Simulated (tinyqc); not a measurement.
## Stacked nanosheet transistor, parasitic resistance, capacitance and delay: effect of the contacted gate pitch

Ns sheets share one contact on top; each has perimeter p = 2 (Ws + ts) and cross-section A = Ws ts; contact width Wc = Ws + 10 nm, stack height Hs = Ns pv. Sheet 1 is the top one. Contact length Lc = CPP - Lg - 2 Lsp, shared by two neighbouring gates. Source and drain sides are equal. The formulas are first-order estimates, not field solutions.

Epitaxy sheet resistance Rsh = re/te, transfer length LT = sqrt(rc/Rsh), contact Rc = [sqrt(rc Rsh)/Wc] coth(Lc/(2 LT)); extension of one sheet Rx = rx Lsp/A. With N sheets: gate Cg = Cinv p N Lg; per side, plate Cp = ks eps0 [Wc (Hs + Hc) - N A]/Lsp, top fringe Cf = (2/pi) ks eps0 Wc ln(1 + Lg/(2 Lsp)), overlap Co = Cinv p N Lov. One sheet: I = p Q vx u/(1 + |u|^1.8)^(1/1.8), Q = Cinv n Vt ln(1 + exp((Vg' - VT + dl Vd')/(n Vt))), u = Vd' mu/(vx Lg), Vg' = Vgs - v, Vd' = Vds - 2 v, with the drop on each side v_j = Rc sum I + rv (sum over levels k = 2..j of the current of sheets k..Ns) + Rx I_j. Ieff = [I(Vgs = Vdd, Vds = Vdd/2) + I(Vdd/2, Vdd)]/2, total currents. With Cs = Cp + Cf + Co, the load of an inverter of two such devices driving an equal one is CL = 2 (Cg + 2 Cs) + 4 Cs + Cw (own drains counted twice for the Miller effect); delay CL Vdd/(2 Ieff).

Parameters, values chosen for the exercise; values close to those of silicon logic devices: temperature T = 300 K; number of sheets Ns = 4; sheet width Ws = 30 nm; sheet thickness ts = 5 nm; vertical pitch of the sheets pv = 12 nm; vertical resistance between sheet levels rv = 219 ohm; gate length Lg = 14 nm; spacer length Lsp = 5 nm; relative permittivity of the spacer ks = 4.5; gate height above the channel stack Hc = 25 nm; contact resistivity rc = 1.2e-9 ohm cm^2; resistivity of the source-drain epitaxy re = 0.00056 ohm cm; current-carrying depth of the epitaxy te = 25 nm; resistivity of the extension rx = 0.0019 ohm cm; gate overlap Lov = 0.5 nm; inversion capacitance Cinv = 2.3 uF/cm^2; injection velocity vx = 1.2e7 cm/s; apparent mobility mu = 160 cm^2/(V s); threshold at zero drain voltage VT = 0.22 V; barrier lowering dl = 0.03 V/V; subthreshold factor n = 1.25; wire load Cw = 0.17 fF; supply voltage Vdd = 0.8 V.

Constants: q = 1.602176634e-19 C, kB = 1.380649e-23 J/K, eps0 = 8.8541878128e-12 F/m, Vt = kB T/q. Results are converted to the units shown.

The same in every row: Rx/N (ohm) = 158.3; CL (aF) = 531.1.

Effect of the contacted gate pitch:
```
CPP (nm)  Rc (ohm)  Ieff (uA)  delay (ps)
36           511.2      141.2       1.504
42           350.0      159.9       1.328
48           272.0      170.5       1.246
54           227.2      177.1       1.199
60           199.0      181.5       1.170
66           180.1      184.5       1.151
72           166.9      186.6       1.138
78           157.5      188.2       1.129
```

What does the comparison show?

As CPP goes from 36 to 78 nm, Ieff rises from 141 to 188 uA, CL stays at 531 aF and the delay falls from 1.50 to 1.13 ps. Only the contact length changes, so the capacitance stays and the pitch acts through Rc.

Computed by the program tinyqc: `OMP_NUM_THREADS=1 python tinyqc.py 2170030 2170031 out.jsonl`, one thread of a shared Intel Xeon 2.30GHz, about 0.07 s for the whole run.
